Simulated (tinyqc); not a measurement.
Inside a calculation. Model: gate-all-around wire, scale length and short-channel effects.

tinyqc, about 0.01 s, one thread, Intel Xeon 2.30GHz (shared host): `OMP_NUM_THREADS=1 python tinyqc.py 2420143 2420144 out.jsonl` Printed values are rounded.

A round wire of diameter ts in an insulator shell of thickness ti under a surrounding gate. Below threshold the potential that source and drain add obeys Laplace's equation and vanishes on the gate. Its lowest mode decays along the channel as exp(-k y); k is the smallest positive root of the matching condition at the interface, and the scale length is Lambda = pi/k.

Inputs (values chosen for the exercise); permittivities: semiconductor close to that of germanium, insulator close to that of hafnium oxide:
- T = 300 K (temperature)
- eps_r = 15.9 (relative permittivity of the semiconductor)
- ei = 22.9 (relative permittivity of the insulator)
- ti = 3.8 nm (insulator thickness)
- ts = 12.7 nm (wire diameter)
- L = 21 nm (channel length)
- Vbi = 1.02 V (potential of the source)
- sT = 0.74 V (potential of the barrier top at threshold)
- VTL = 0.4 V (long-channel threshold)
- m = 1 (long-channel body factor)
- Vds = 0.5 V (drain voltage)

Constants: q = 1.602176634e-19 C, kB = 1.380649e-23 J/K, Vt = kB T/q. Results are converted to the units shown.

## Scan of the matching condition

k, point 0 to 7 (1/nm): 0.045  0.09  0.135  0.18  0.225  0.27  0.315  0.36

f(k) = ei J0(u)[J1(u) Y0(v) - Y1(u) J0(v)] - eps_r J1(u)[J0(u) Y0(v) - Y0(u) J0(v)], u = k ts/2, v = u + k ti.

f(k), point 0 to 7: 48.6864  21.0208  10.6935  5.0687  1.6649  -0.3539  -1.3919  -1.7169

The first change of sign lies between k = 0.225 and 0.27 1/nm.

## Iteration 1: decay constant by Newton steps

k at the start = 0.27 1/nm

f(k) = ei J0(u)[J1(u) Y0(v) - Y1(u) J0(v)] - eps_r J1(u)[J0(u) Y0(v) - Y0(u) J0(v)], u = k ts/2, v = u + k ti; f' by a central difference with +/- 1e-5 1/nm; k(new) = k - f/f'.

f = -0.353904
f' = -32.8240 nm
k after iteration 1 = 0.259218 1/nm

## Iteration 2: decay constant by Newton steps

As before.

f = 0.0285847
f' = -38.1936 nm
k after iteration 2 = 0.259967 1/nm

## Course of the iteration: decay constant by Newton steps

Stop when k changes by less than 1e-10 1/nm, or after 30 iterations.

Course of the iteration:
```
iteration	k (1/nm)	|change| (1/nm)
1	0.259218	0.0108
2	0.259967	7.48e-4
3	0.259970	3.82e-6
4	0.259970	9.94e-11
```

Converged in 4 iterations. At the end the number of correct digits about doubles with each step.

## Scale length against simple estimates

k = 0.259970 1/nm

Lambda = pi/k and l = 1/k. A parabolic potential across the structure gives l(parabolic) = sqrt([2 eps_r ts^2 ln(1 + 2 ti/ts) + ei ts^2]/(16 ei)).

Lambda = 12.0844 nm
l = 3.84659 nm
l(parabolic) = 4.07997 nm

The parabolic estimate is 6.1 % above l.

## Threshold shift, barrier position and swing

Along the channel psi(y) = s + a exp(y/l) + b exp(-y/l) with psi(0) = Vbi, psi(L) = Vbi + Vds and l = 1/k = Lambda/pi; with A = Vbi - s, B = A + Vds, x = exp(-L/l): a = (B - A x) x/(1 - x^2), b = (A - B x)/(1 - x^2). The minimum is s + 2 sqrt(a b), at y = (l/2) ln(b/a). The long-channel potential follows the gate as s = sT + (Vg - VTL)/m, and the threshold VT is the gate voltage at which the minimum equals sT. Swing = m Vt ln 10/g at threshold, g = d(minimum)/ds = 1 - (b x + a)/((1 + x) sqrt(a b)).

s at threshold = 0.669138 V
a = 0.00361515 V
b = 0.347247 V
position of the minimum = 8.77966 nm
VT = 0.329138 V
swing = 69.4703 mV/decade

The threshold lies 70.9 mV below the long-channel value, and the barrier top sits at 0.42 L from the source.
